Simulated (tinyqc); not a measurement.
Barrier width: Kronig-Penney superlattice by transfer matrices.

Wells (width a, potential 0, mass mw) alternate with barriers (width b, height V0, mass mb); period d = a + b; c = hbar^2/2m0. The vector (psi, psi'/m) is continuous, and a layer of thickness t carries it by M = [[cos kt, (m/k) sin kt], [-(k/m) sin kt, cos kt]] with k = sqrt(m (E - V)/c); for E < V, k = i kappa gives [[cosh, (m/kappa) sinh], [(kappa/m) sinh, cosh]] of kappa t. A Bloch state obeys cos(q d) = tr(Mb Mw)/2.

Constants: hbar^2/2m0 = 3.80998211 eV angstrom^2.

Parameters, chosen for this exercise (near those of a strained Si superlattice with barriers of SiGe; not measured data):
- a = 28 angstrom (well width)
- V0 = 0.186 eV (barrier height)
- mw = 0.938 m0 (mass in the wells)
- mb = 0.931 m0 (mass in the barriers)
- bs = (8, 12, 16, 20.8, 25.6, 32, 40) angstrom (barrier widths)

First miniband against b. m_z = -2 c f'/d^2 with f = tr M/2 at the bottom of the band. E1 is the level of the single well, kappa1 its decay constant in the barrier.

First miniband:

| b (angstrom) | bottom (eV) | top (eV) | W (meV) | ln W | m_z (m0) |
|---|---|---|---|---|---|
| 8.0 | 0.0231 | 0.0337 | 10.63 | 2.364 | 1.45 |
| 16.0 | 0.0273 | 0.0295 | 2.214 | 0.795 | 3.82 |
| 20.8 | 0.0280 | 0.0288 | 0.8630 | -0.147 | 7.65 |
| 25.6 | 0.0282 | 0.0286 | 0.3365 | -1.089 | 16.0 |
| 32.0 | 0.0284 | 0.0284 | 0.09582 | -2.345 | 44.4 |
| 40.0 | 0.0284 | 0.0284 | 0.01994 | -3.915 | 165 |

Give the missing row, b (angstrom) = 12.0.

Computed row:
```
b (angstrom)  bottom (eV)  top (eV)  W (meV)   ln W  m_z (m0)
12.0               0.0260    0.0308    4.853  1.580      2.26
```

E1 = 0.0284 eV
kappa1 = 0.1962 1/angstrom

W falls from 10.6 to 0.02 meV, and both edges close in on E1. The slope of ln W is -0.1961 per angstrom over the first two rows and -0.1962 over the last two, against -kappa1 = -0.1962: the width follows one power of the tunnelling amplitude once the wells couple weakly. m_z grows by a factor 114.0. Layers under about 10 angstrom are at the limit of envelope theory.

Run: tinyqc, `OMP_NUM_THREADS=1 python tinyqc.py 1281899 1281900 out.jsonl`; Intel(R) Xeon(R) Processor @ 2.30GHz, one thread, shared host; about 0.08 s of CPU time with all checks.
